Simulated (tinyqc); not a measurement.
Inside a calculation. Method: plane-wave Kohn-Sham cycle with exchange-only LDA in a layered model solid. Computed by tinyqc, a small Python program that keeps every step. Settings: points = 16, plane-wave index or count = 3, electrons = 2, k points = 2, area = 21.0, mixing = 0.5, iteration cap = 51, Kerker q0 = 1.08. Command: `OMP_NUM_THREADS=1 python tinyqc.py 25589 25590 out.jsonl` (the two numbers bound the seeds that draw the settings). One thread of a shared host (Intel(R) Xeon(R) Processor @ 2.60GHz), about 0.02 s of CPU time with the checks. Later iterations appear only in the table of the cycle.

## Iteration 1: potential

A solid whose potential varies along x alone (atomic units):
```
parameter                      value
period a                   10.500000
cross-section of the cell  21.000000
electrons per cell                 2
grid points                       16
plane waves -n..n, n               3
k points                           2
V1 in V1 cos(2 pi x/a)     -0.450000
```

density at the start, on the grid x_j = j a/N (e/bohr^3): 0.00907029  0.00907029  0.00907029  0.00907029  0.00907029  0.00907029  0.00907029  0.00907029  0.00907029  0.00907029  0.00907029  0.00907029  0.00907029  0.00907029  0.00907029  0.00907029

V_H(G) = 4 pi rho(G)/G^2 for G != 0 (uniform background); v_x = -(3 rho/pi)^(1/3); V = V_ext + V_H + v_x; Fourier components f(G_m) = (1/N) sum_j f(x_j) exp(-i G_m x_j).

Potentials on the grid (hartree):
```
x             V_ext       V_H        v_x          V
0.000000  -0.450000  0.000000  -0.205367  -0.655367
0.656250  -0.415746  0.000000  -0.205367  -0.621113
1.312500  -0.318198  0.000000  -0.205367  -0.523565
1.968750  -0.172208  0.000000  -0.205367  -0.377575
2.625000          0  0.000000  -0.205367  -0.205367
3.281250   0.172208  0.000000  -0.205367  -0.033160
3.937500   0.318198  0.000000  -0.205367   0.112831
4.593750   0.415746  0.000000  -0.205367   0.210379
5.250000   0.450000  0.000000  -0.205367   0.244633
5.906250   0.415746  0.000000  -0.205367   0.210379
6.562500   0.318198  0.000000  -0.205367   0.112831
7.218750   0.172208  0.000000  -0.205367  -0.033160
7.875000          0  0.000000  -0.205367  -0.205367
8.531250  -0.172208  0.000000  -0.205367  -0.377575
9.187500  -0.318198  0.000000  -0.205367  -0.523565
9.843750  -0.415746  0.000000  -0.205367  -0.621113
```

V(G_m), m = 0, 1, 2, ... (hartree): -0.205367  -0.225000  0.000000  0.000000  0.000000  0.000000  0.000000

## Iteration 1: Hamiltonian at one k

k = 0.250000 2 pi / a

H(m,m') = (k + G_m)^2/2 delta + V(G_m - G_m'), with V(-G) = V(G).

H (hartree), lower triangle:
```
           -3         -2         -1         +0         +1         +2        +3
-3   1.148626
-2  -0.225000   0.342944
-1   0.000000  -0.225000  -0.104657
+0   0.000000   0.000000  -0.225000  -0.194177
+1   0.000000   0.000000   0.000000  -0.225000   0.074384
+2   0.000000   0.000000   0.000000   0.000000  -0.225000   0.701025
+3   0.000000   0.000000   0.000000   0.000000   0.000000  -0.225000  1.685748
```

## Iteration 1: levels at that k

Diagonalise the Hermitian matrix.

eigenvalues (hartree): -0.466606  -0.117702  0.159093  0.400691  0.732431  1.209824  1.736162

## Iteration 1: new density

Motion across x is left out: the lowest 1 band(s) hold two electrons at each of the k points (j + 1/2)/nk - 1/2. Residual R = rho(out) - rho(in); rho(new) = rho(in) + 0.5 R, with R(G) scaled by G^2/(G^2 + 1.08^2) (Kerker). rho(out) = 2/(a A nk) sum |psi|^2 with psi = sum c exp(i G x). Harris energy E = band energy - dV sum rho (V_H/2 + v_x) + (3/4) dV sum rho v_x with rho(in), dV = a A/N, band energy = (2/nk) sum of the filled levels.

rho(out) (e/bohr^3): 0.03233851  0.02757470  0.01714638  0.00787468  0.00276129  0.00078721  0.00019606  0.00004459  0.00001636  0.00004459  0.00019606  0.00078721  0.00276129  0.00787468  0.01714638  0.02757470

density after iteration 1 (e/bohr^3): 0.01350803  0.01218177  0.00952877  0.00772414  0.00738694  0.00780501  0.00828025  0.00857026  0.00866241  0.00857026  0.00828025  0.00780501  0.00738694  0.00772414  0.00952877  0.01218177

energy per cell = -0.83052810 hartree

## Iteration 2: potential

As before.

Potentials on the grid (hartree):
```
x             V_ext        V_H        v_x          V
0.000000  -0.450000   0.077531  -0.234524  -0.606993
0.656250  -0.415746   0.066158  -0.226583  -0.576171
1.312500  -0.318198   0.038565  -0.208771  -0.488404
1.968750  -0.172208   0.008062  -0.194659  -0.358804
2.625000          0  -0.015850  -0.191784  -0.207633
3.281250   0.172208  -0.030988  -0.195336  -0.054116
3.937500   0.318198  -0.039292  -0.199222   0.079683
4.593750   0.415746  -0.043233  -0.201522   0.170992
5.250000   0.450000  -0.044377  -0.202241   0.203381
5.906250   0.415746  -0.043233  -0.201522   0.170992
6.562500   0.318198  -0.039292  -0.199222   0.079683
7.218750   0.172208  -0.030988  -0.195336  -0.054116
7.875000          0  -0.015850  -0.191784  -0.207633
8.531250  -0.172208   0.008062  -0.194659  -0.358804
9.187500  -0.318198   0.038565  -0.208771  -0.488404
9.843750  -0.415746   0.066158  -0.226583  -0.576171
```

V(G_m), m = 0, 1, 2, ... (hartree): -0.204532  -0.201722  0.001413  -0.000990  -0.000090  0.000118  0.000044

## Iteration 2: Hamiltonian at one k

k = 0.250000 2 pi / a

As before.

H (hartree), lower triangle:
```
           -3         -2         -1         +0         +1         +2        +3
-3   1.149461
-2  -0.201722   0.343779
-1   0.001413  -0.201722  -0.103822
+0  -0.000990   0.001413  -0.201722  -0.193342
+1  -0.000090  -0.000990   0.001413  -0.201722   0.075218
+2   0.000118  -0.000090  -0.000990   0.001413  -0.201722   0.701860
+3   0.000044   0.000118  -0.000090  -0.000990   0.001413  -0.201722  1.686582
```

## Iteration 2: levels at that k

As before.

eigenvalues (hartree): -0.429159  -0.103738  0.149912  0.389542  0.726830  1.199017  1.727333

## Iteration 2: new density

As before.

rho(out) (e/bohr^3): 0.03133212  0.02695746  0.01723225  0.00830008  0.00311106  0.00095887  0.00025844  0.00006476  0.00002674  0.00006476  0.00025844  0.00095887  0.00311106  0.00830008  0.01723225  0.02695746

density after iteration 2 (e/bohr^3): 0.01661482  0.01451040  0.01019899  0.00706040  0.00623072  0.00674097  0.00747778  0.00796941  0.00813254  0.00796941  0.00747778  0.00674097  0.00623072  0.00706040  0.01019899  0.01451040

energy per cell = -0.76180481 hartree

## Convergence

Stop when sqrt(dV sum R^2) is below 1e-8, dV = a A/N.

Course of the cycle:
```
iteration  E (hartree)  norm of the residual
1          -0.83052810              1.65e-01
2          -0.76180481              1.36e-01
3          -0.70976122              1.14e-01
4          -0.67169400              9.57e-02
5          -0.64430900              8.08e-02
6          -0.62485084              6.83e-02
7          -0.61118509              5.78e-02
8          -0.60170140              4.88e-02
9          -0.59520137              4.11e-02
10         -0.59080324              3.46e-02
11         -0.58786605              2.90e-02
...                ...                   ...
41         -0.58254614              1.27e-04
42         -0.58254614              1.06e-04
43         -0.58254615              8.88e-05
44         -0.58254615              7.43e-05
45         -0.58254615              6.22e-05
46         -0.58254615              5.21e-05
47         -0.58254616              4.36e-05
48         -0.58254616              3.65e-05
49         -0.58254616              3.06e-05
50         -0.58254616              2.56e-05
51         -0.58254616              2.15e-05
```

Not converged within 51 iterations: the residual falls steadily but slowly, by a factor of about 0.84 a step. Reruns (cap 100 unless said): mixing 0.1: not converged; mixing 0.5, Kerker q0 1.0: converged in 84 (E = -0.58255); mixing 0.3, Pulay depth 5: converged in 16 (E = -0.58255); the original settings with a cap of 400: converged in 95 (E = -0.58255).
